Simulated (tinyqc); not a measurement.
Inside a calculation. Model: domain walls in a thin film with perpendicular anisotropy: Bloch, Neel and chiral walls, motion and stripe domains. Computed by tinyqc, a small Python program that keeps every step. Command: `OMP_NUM_THREADS=1 python tinyqc.py 3020788 3020789 out.jsonl mwall walk`. One thread of a shared host (Intel(R) Xeon(R) Processor @ 2.30GHz), about 0.01 s of CPU time with the checks. Intermediate numbers are printed to about 6 digits and carried at full precision; extremes and crossings named in words are read from the listed rows.

One-dimensional wall: polar angle theta(x), azimuth phi of the moment in the wall (phi = 0 Neel, 90 degrees Bloch). mu_0 = 1.25663706212e-6 T m/A, gamma = 1.76085963023e11 rad/(s T).

Inputs (values chosen for the exercise, for a model film):

| quantity | value | unit |
|---|---|---|
| saturation magnetisation M_s | 866 | kA/m |
| exchange stiffness A | 12 | pJ/m |
| uniaxial anisotropy K_u | 661 | kJ/m^3 |
| DMI constant D | 0.23 | mJ/m^2 |
| thickness t | 1.8 | nm |
| damping alpha | 0.15 | - |
| current density J | 0.77 | 1e12 A/m^2 |
| spin Hall angle theta_SH | 0.17 | - |

Drive: spin-orbit torque.

Constants: hbar = 1.054571817e-34 J s; e = 1.602176634e-19 C.

## Width and energy of the Bloch wall

K_eff = K_u - mu_0 M_s^2/2; Delta = sqrt(A/K_eff); sigma_0 = 4 sqrt(A K_eff); profile theta = 2 arctan exp(x/Delta); quality factor Q = 2 K_u/(mu_0 M_s^2).

K_eff = 189.789 kJ/m^3

width parameter Delta = 7.95162 nm

sigma_0 = 6.03651 mJ/m^2

quality factor Q = 1.40277

## Bloch or Neel

sigma(phi) = sigma_0 + 2 Delta K_D cos^2(phi) - pi D cos(phi), with the wall shape anisotropy K_D = N_x mu_0 M_s^2/2, N_x = t ln 2/(pi Delta). The minimum has cos(phi) = D/D_N for D < D_N = 4 Delta K_D/pi and phi = 0 beyond; sigma turns negative at D_c = (sigma_0 + 2 Delta K_D)/pi.

K_D = 23.5347 kJ/m^3

D_N = 0.238272 mJ/m^2

azimuth phi = 15.1420 degrees

wall energy sigma = 5.68777 mJ/m^2

D_c = 2.04062 mJ/m^2

A mixed wall, between Bloch and Neel. D is 0.11 of D_c.

## Velocity under current

Spin-orbit drive: B_SL = hbar theta_SH J/(2 e M_s t) acts as the field (pi/2) B_SL cos(phi). Steady state: v = (gamma Delta/alpha)(pi/2) B_SL cos(phi) = gamma Delta [B_D sin(phi) - (B_K/2) sin(2 phi)], B_K = 2 K_D/M_s, B_D = pi D/(2 M_s Delta); the root with phi between its rest value and 90 degrees; v saturates at v_D = gamma Delta B_D.

B_SL = 27.6366 mT

azimuth in motion = 81.3068 degrees

velocity = 61.2465 m/s

saturation velocity v_D = 73.4606 m/s

v is 83 % of v_D: the wall has turned towards Bloch, where the torque loses its grip. Caution: pinning, heating and tilting of the wall are left out.

## Velocity against current

The formulas are those given above.

Steady motion:

| J (1e12 A/m^2) | B_SL (mT) | phi (degrees) | v (m/s) | v at fixed rest phi (m/s) |
|---|---|---|---|---|
| 0.02 | 0.718 | 37.9854 | 8.2957 | 10.16 |
| 0.05 | 1.795 | 48.6360 | 17.3888 | 25.40 |
| 0.10 | 3.589 | 57.8970 | 27.9679 | 50.80 |
| 0.20 | 7.178 | 67.2811 | 40.6497 | 101.60 |
| 0.50 | 17.946 | 77.7202 | 55.9643 | 254.00 |
| 1.00 | 35.892 | 83.0405 | 63.7661 | 507.99 |
| 2.00 | 71.783 | 86.2754 | 68.3723 | 1015.98 |
| 5.00 | 179.459 | 88.4458 | 71.3702 | 2539.96 |

The linear law holds to 5 % in 0 of the eight rows; in the last row v is 97.2 % of v_D = pi gamma D/(2 M_s), which depends on neither alpha nor theta_SH.

## Stripe domains

Dipolar length l = sigma/(mu_0 M_s^2); for t much smaller than the period the domain width is w = 0.955 t exp(pi l/t) (Kaplan and Gehring), given as log10 of w in nm.

dipolar length l = 6.03526 nm

log10 of the domain width in nm = 4.80993

Equilibrium domains are about 65000 nm wide.

## Raising D

The formulas are those given above.

Wall against D; the last column is the Kaplan-Gehring width, log10[0.955 t exp(pi sigma/(mu_0 M_s^2 t))/nm], with a dash where it falls below 10 Delta and the formula fails:

| D (mJ/m^2) | phi (degrees) | sigma (mJ/m^2) | sigma/sigma_0 | log10 domain width |
|---|---|---|---|---|
| 0.048 | 78.3782 | 6.02132 | 0.997484 | 5.07820 |
| 0.120 | 59.7599 | 5.94158 | 0.984274 | 5.01406 |
| 0.190 | 37.1169 | 5.79852 | 0.960575 | 4.89901 |
| 0.410 | 0.0000 | 5.12273 | 0.848625 | 4.35547 |
| 0.820 | 0.0000 | 3.83468 | 0.635248 | 3.31949 |
| 1.200 | 0.0000 | 2.64088 | 0.437484 | 2.35932 |
| 1.600 | 0.0000 | 1.38424 | 0.229311 | - |
| 1.800 | 0.0000 | 0.75592 | 0.125225 | - |

D_N is 12 % of D_c, so a small D fixes the chirality long before it lowers the energy much. Beyond D_N sigma falls by pi per unit of D, and the domain width, which has sigma in an exponent, drops by 2.7 decades over the valid rows (values above 6 mean a single domain in any device).

Checks made by the program: sigma_0 against the integral over the profile (relative difference below 1e-10).
